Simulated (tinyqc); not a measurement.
# Floating body of a partially depleted SOI transistor: body voltage and kink: what changes with what

Source at 0 V. Channel current Ic = 2 nf K Vt^2 [F(0) - F(Vd)](1 + la Vd), F(V) = ln^2(1 + exp((Vg - VT - nf V)/(2 nf Vt))), VT = VT0 - gb Vb. Saturation voltage Vs = 2 Vt sqrt(F(0)) + 3 Vt, excess Ve = (Vd - Vs + sqrt((Vd - Vs)^2 + 0.0004 V^2))/2, multiplication M1 = Ai Ve exp(-Bl/Ve). Each junction passes D(v) = J1 (exp(v/Vt) - 1) + J2 (exp(v/(2 Vt)) - 1). Bipolar current Ib = bb J1 (exp(Vb/Vt) - 1). The body settles where M1 (Ic + Ib) = D(Vb) + D(Vb - Vd) + Vb/Rb; drain current Id = (1 + M1)(Ic + Ib) - D(Vb - Vd).

Inputs (values chosen for the exercise); values of the order met in partially depleted silicon-on-insulator transistors:
```
symbol,value,unit,meaning
T,330,K,temperature
VT0,0.41,V,threshold at zero body voltage
gb,0.16,,fall of the threshold per volt of body voltage
nf,1.49,,slope factor
K,170,uA/(V^2 um),gain factor per width
la,0.08,1/V,channel-length modulation factor
Ai,2.42,1/V,impact-ionisation prefactor
Bl,8,V,impact-ionisation voltage
J1,1.7e-12,uA/um,diffusion saturation current of each junction
J2,4.4e-9,uA/um,recombination saturation current of each junction
bb,0.5,,gain of the lateral bipolar transistor on the diffusion current
Rb,5e5,kohm um,"resistance of a weak body tie to the source (1e9 stands for no tie, and the term is then dropped)"
Vg,0.97,V,gate voltage
Vd,1.7,V,drain voltage
```

Constants: q = 1.602176634e-19 C, kB = 1.380649e-23 J/K, Vt = kB T/q. Results are converted to the units shown.

Each table varies one quantity; the others keep the values above.

## Output curve and kink

Rows with more than one solution for Vb (latch) are left out; dId/dVd by a forward difference over 1e-4 V, swing = 1e-4 V over the change of log10 Id; M1 under 1e-12 is printed as 0.

Result of one run:
```
Vd (V)	Vb (V)	M1	Id, floating (uA/um)	Id, grounded (uA/um)	ratio	dId/dVd, floating (uS/um)	dId/dVd, grounded (uS/um)
1.4	0.6176	2.203e-4	27.55	19.91	1.383	7.594	1.524
```

What becomes of these results when the drain voltage Vd is changed from 1.4 to 1.6 V, all else the same?

Result of the changed run:
```
Vd (V)	Vb (V)	M1	Id, floating (uA/um)	Id, grounded (uA/um)	ratio	dId/dVd, floating (uS/um)	dId/dVd, grounded (uS/um)
1.6	0.6783	0.001421	28.82	20.24	1.424	5.773	1.784
```

The whole series:
```
Vd (V)	Vb (V)	M1	Id, floating (uA/um)	Id, grounded (uA/um)	ratio	dId/dVd, floating (uS/um)	dId/dVd, grounded (uS/um)
1	0.004460	4.601e-7	19.38	19.33	1.003	2.874	1.432
1.2	0.2546	2.258e-5	22.57	19.62	1.151	41.17	1.443
1.4	0.6176	2.203e-4	27.55	19.91	1.383	7.594	1.524
1.6	0.6783	0.001421	28.82	20.24	1.424	5.773	1.784
1.8	0.7181	0.005386	29.97	20.64	1.452	5.877	2.322
2	0.7478	0.01465	31.24	21.19	1.475	7.052	3.182
2.2	0.7710	0.03199	32.86	21.94	1.498	9.241	4.358
```

Vb rises from 0.00446 to 0.771 V and the ratio of the currents rises from 1.00 to 1.50. The output conductance with a floating body exceeds the grounded value by the largest factor among the rows, 28.5, at Vd = 1.2 V, where Vb = 0.255 V and M1 = 2.26e-5.

## Transfer curve and swing

Same model as above.

Transfer curve and swing:
```
Vg (V)	Vb (V)	M1	Id, floating (uA/um)	Id, grounded (uA/um)	ratio	swing, floating (mV/decade)	swing, grounded (mV/decade)
-0.04	1.579e-4	0.02753	1.163e-5	1.162e-5	1.001	97.79	97.84
0.06	0.001639	0.02747	1.224e-4	1.217e-4	1.006	97.75	98.35
0.16	0.01761	0.02726	0.001327	0.001244	1.067	93.71	100.1
0.26	0.5636	0.02531	0.07717	0.01182	6.529	93.71	105.5
0.36	0.6389	0.02195	0.5273	0.09280	5.683	147.3	120.8
0.46	0.6720	0.01758	1.917	0.5056	3.792	218.9	156.8
0.56	0.6899	0.01331	4.614	1.760	2.622	314.4	221.0
0.66	0.6992	0.009703	8.665	4.249	2.039	423.4	309.8
0.76	0.7031	0.006839	14.03	8.081	1.736	538.3	413.5
```

Vb rises from 1.58e-4 to 0.703 V. The smallest swing among the rows is 93.7 mV a decade with a floating body (at Vg = 0.26 V) and 97.8 with a grounded one; Vt ln 10 = 65.5. The floating swing is smaller by more than 3 % for Vg = 0.16, 0.26 V, where the rising Vb lowers the threshold as Vg rises. In the first row the floating body raises the current by a factor of 1.00.

Range of the model: The multiplication law is an empirical form chosen for the exercise; self-heating and capacitive coupling to the body are left out, and the linear laws are rough once Vb passes about 0.7 V or M1 about 0.1.

Computed by the program tinyqc: `OMP_NUM_THREADS=1 python tinyqc.py 2182018 2182019 out.jsonl`, one thread of a shared Intel Xeon 2.30GHz, about 0.2 s for the whole run.
